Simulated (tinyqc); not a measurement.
Size effects in the resistivity of thin metal films and interconnect lines: one step, computed by the program tinyqc.

Electrons lose their drift at surfaces (a share 1 - p of the hits) and at grain boundaries (reflection R), besides bulk scattering. The line sits in a trench with a non-conducting liner on both walls and the bottom; the spacing equals the drawn width.

Question. Metal cross-section. Metal width w_m = w - 2t, height h_m = (aspect ratio) w - t, grain size D = (ratio) w_m.

Inputs (values chosen for the exercise, modelled on platinum):

| quantity | value | unit |
|---|---|---|
| drawn line width w | 20 | nm |
| grain size over metal width | 1.5 | - |
| aspect ratio (height over width) | 2.7 | - |
| liner thickness t | 1.7 | nm |

Geometry: line.

Give: metal width w_m; metal height h_m; grain size D; share of the trench filled by metal.

Answer.

metal width w_m = 16.6 nm

metal height h_m = 52.3 nm

grain size D = 24.9 nm

share of the trench filled by metal = 80.387 %
